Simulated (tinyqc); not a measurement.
Worked calculation: Kronig-Penney superlattice by transfer matrices. Values are carried at full precision from step to step, so a last printed digit may differ when a step is redone from the rounded ones.

Wells (width a, potential 0, mass mw) alternate with barriers (width b, height V0, mass mb); period d = a + b; c = hbar^2/2m0. The vector (psi, psi'/m) is continuous, and a layer of thickness t carries it by M = [[cos kt, (m/k) sin kt], [-(k/m) sin kt, cos kt]] with k = sqrt(m (E - V)/c); for E < V, k = i kappa gives [[cosh, (m/kappa) sinh], [(kappa/m) sinh, cosh]] of kappa t. A Bloch state obeys cos(q d) = tr(Mb Mw)/2.

Constants: hbar^2/2m0 = 3.80998211 eV angstrom^2; hbar = 6.58211957e-16 eV s.

Parameters, chosen for this exercise (near those of a non-polar GaN superlattice with barriers of AlN; shifted at random, so the results belong to these values and not to a real crystal):

| symbol | value | unit | meaning |
|---|---|---|---|
| a | 12 | angstrom | well width |
| b | 7 | angstrom | barrier width |
| V0 | 1.808 | eV | barrier height |
| mw | 0.2 | m0 | mass in the wells |
| mb | 0.311 | m0 | mass in the barriers |
| E | 0.5024 | eV | trial energy |
| F | 40 | kV/cm | field along the axis |

## Layer matrices at one energy

Form the matrix of the well and of the barrier at E.

k in the well = 0.16240 1/angstrom
kappa in the barrier = 0.32646 1/angstrom

Mw (angstrom units):
```
          1         2
1  -0.36903    1.1446
2  -0.75467  -0.36903
```

Mb (angstrom units):
```
        1       2
1  4.9646  4.6327
2  5.1046  4.9646
```

## The matrix of one period

Multiply M = Mb Mw and take half the trace. If its size is at most 1, E lies in a miniband and q d = arccos(tr M/2); otherwise the state decays by exp(-arccosh|tr M/2|) a period.

M:
```
         1       2
1  -5.3283  3.9730
2  -5.6304  4.0107
```

tr M/2 = -0.6588
q d in a band, or the decay exponent in a gap = 2.290

E lies in a miniband; det M = 1.0000, as for any such product.

## Miniband edges

The edges are the energies where tr M/2 = +1 (q = 0) or -1 (q = pi/d); the first three minibands.

Minibands:

| band | bottom (eV) | top (eV) | width (meV) |
|---|---|---|---|
| 1 | 0.4134 | 0.5250 | 111.6 |
| 2 | 1.5600 | 2.1572 | 597.2 |
| 3 | 2.9896 | 4.6436 | 1654.0 |

1 miniband of these lies wholly below V0. The first gap is 1035.0 meV wide; the single well of width a has E1 = 0.4652 eV, inside the first miniband.

## Dispersion along the axis

Solve tr M/2 = cos(q d) inside each miniband at q d/pi = 0, 1/6, ..., 1. The cosine form is E_bottom + (W/2)(1 - cos q d) with the true width W.

Energies (eV):

| q d/pi | band 1 | cosine form | band 2 |
|---|---|---|---|
| 0.000 | 0.4134 | 0.4134 | 2.1572 |
| 0.167 | 0.4196 | 0.4209 | 2.0906 |
| 0.333 | 0.4374 | 0.4413 | 1.9485 |
| 0.500 | 0.4636 | 0.4692 | 1.7987 |
| 0.667 | 0.4925 | 0.4971 | 1.6732 |
| 0.833 | 0.5159 | 0.5175 | 1.5895 |
| 1.000 | 0.5250 | 0.5250 | 1.5600 |

The cosine form, which holds for hopping between neighbouring wells alone, misses band 1 by at most 5.6 meV, 5 % of its width.

## Mass along the axis

With f(E) = tr M/2, 1 - (q d)^2/2 = 1 + f'(E_bottom)(E - E_bottom) gives m_z = -2 c f'/d^2 (f' by a central difference of 1e-6 eV at the bottom of band 1). The cosine form gives 4 c/(W d^2), W the width of band 1 between tr M/2 = +1 and -1.

f' = -21.69 1/eV
m_z = 0.4578 m0
m_z of the cosine form = 0.3782 m0
W = 111.62 meV

The mass along the axis is 2.29 times mw.

## In a field along the axis

One-band picture: ladder spacing e F d, Bloch frequency e F d/(2 pi hbar), and extent W/(e F) of a Stark state, with W the width of band 1; 1 kV/cm = 1e-5 V/angstrom.

e F d = 7.600 meV
Bloch frequency = 1.838 THz
W/(e F d) = 14.69 periods

The state spreads over about 15 periods.

## Checks

- Bottom of band 1 from 121 plane waves (the mass step taken by inverting the matrix of m) against the transfer matrix, eV: both 0.4134.

Program tinyqc; command `OMP_NUM_THREADS=1 python tinyqc.py 1281395 1281396 out.jsonl`; about 0.07 s on one thread of a shared Intel(R) Xeon(R) Processor @ 2.30GHz.
